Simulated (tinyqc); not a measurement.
# Berg model of reactive sputtering of a nitride or oxide: poisoning, hysteresis and pumping speed, step by step

A worked calculation. Computed by tinyqc, a small Python program that keeps every step. Command: `OMP_NUM_THREADS=1 python tinyqc.py 3017184 3017185 out.jsonl berg walk`. One thread of a shared host (Intel(R) Xeon(R) Processor @ 2.30GHz), about 0.03 s of CPU time with the checks. Intermediate numbers are printed to about 7 digits and carried at full precision; extremes and crossings named in words are read from the listed rows.

A diatomic gas reacts with bare metal on the target and on the collecting surfaces; ions remove metal and compound from the target. theta_t and theta_c are the compound fractions.

Inputs (values chosen for the exercise, close to those used for titanium dioxide):

| quantity | value | unit |
|---|---|---|
| ion current density J | 37 | mA/cm^2 |
| target area A_t | 220 | cm^2 |
| collecting area A_c | 1500 | cm^2 |
| metal yield Y_m | 0.45 | - |
| compound yield Y_c | 0.03 | - |
| sticking coefficient alpha | 0.16 | - |
| reactive atoms per metal atom z | 2 | - |
| gas mass M | 32 | u |
| pumping speed S | 310 | l/s |
| gas temperature T | 300 | K |
| reactive partial pressure P | 0.0042 | Pa |

Constants: e = 1.602176634e-19 C; u = 1.6605390666e-27 kg; k_B = 1.380649e-23 J/K.

## Steady state at the pressure P

Ion flux j = J/e; gas flux F = P/sqrt(2 pi M k_B T). Target: (2/z) alpha F (1 - theta_t) = j Y_c theta_t. Sputtered flows F_c = j Y_c theta_t A_t, F_m = j Y_m (1 - theta_t) A_t. Collector: (2/z) alpha F (1 - theta_c) A_c + F_c (1 - theta_c) = F_m theta_c. Gas use Q = alpha F [(1 - theta_t) A_t + (1 - theta_c) A_c] + P S/(k_B T); 1 sccm = 4.4780e17 molecules/s. Rate R = F_m + F_c, given relative to j Y_m A_t.

ion flux j = 2.309358e+17 1/(cm^2 s)

gas flux F = 1.129425e+16 1/(cm^2 s)

theta_t = 0.2068745

theta_c = 0.1430101

gas use (sccm): target 0.704138, collector 5.187527, pump 0.701976

total flow Q = 6.593642 sccm

rate relative to clean metal = 0.8069172

The target is mostly metallic. The film is 14.3 % compound.

## Critical pumping speed

P is a single-valued function of the flow Q only if dQ/dP > 0 everywhere: S must exceed k_B T times the steepest fall of the surface terms with P.

pressure of the steepest fall = 0.04700228 Pa

critical pumping speed = 162.2994 l/s

S is 1.91 times the critical value: no hysteresis.

## Flow curve at three pumping speeds

The formulas are those given above.

Pressure as the free variable:

| P (Pa) | theta_t | theta_c | relative rate | Q at S_c/4 (sccm) | Q at S_c (sccm) | Q at 2 S_c (sccm) |
|---|---|---|---|---|---|---|
| 0.0024 | 0.1297145 | 0.0806996 | 0.8789331 | 3.67384 | 3.83135 | 4.04136 |
| 0.0047 | 0.2259380 | 0.1602713 | 0.7891245 | 6.56001 | 6.86846 | 7.27973 |
| 0.0094 | 0.3685961 | 0.3146807 | 0.6559770 | 10.74468 | 11.36158 | 12.18412 |
| 0.0160 | 0.4984087 | 0.4915342 | 0.5348185 | 13.77157 | 14.82161 | 16.22168 |
| 0.0280 | 0.6348894 | 0.6951935 | 0.4074365 | 15.07386 | 16.91144 | 19.36155 |
| 0.0470 | 0.7448239 | 0.8436024 | 0.3048311 | 14.15741 | 17.24193 | 21.35462 |
| 0.0750 | 0.8232515 | 0.9247493 | 0.2316319 | 12.57686 | 17.49896 | 24.06177 |
| 0.1200 | 0.8816906 | 0.9668094 | 0.1770888 | 11.36639 | 19.24176 | 29.74224 |
| 0.1900 | 0.9218729 | 0.9858030 | 0.1395853 | 11.18186 | 23.65119 | 40.27697 |
| 0.3800 | 0.9593484 | 0.9962469 | 0.1046081 | 13.63366 | 38.57232 | 71.82387 |

At S_c/4 the flow falls with pressure in 4 of the intervals: as the target poisons, less metal arrives to getter the gas. At 2 S_c it rises throughout. Coverages and rate depend on P alone, not on S. The collector converts before the target (theta_c = 0.70 at theta_t = 0.63), since the metal is spread over a larger area and no ions clean it. The rate tends to Y_c/Y_m = 0.067.

Checks made by the program: gas taken up by surfaces against gas bound in the growing film (relative difference below 1e-10).
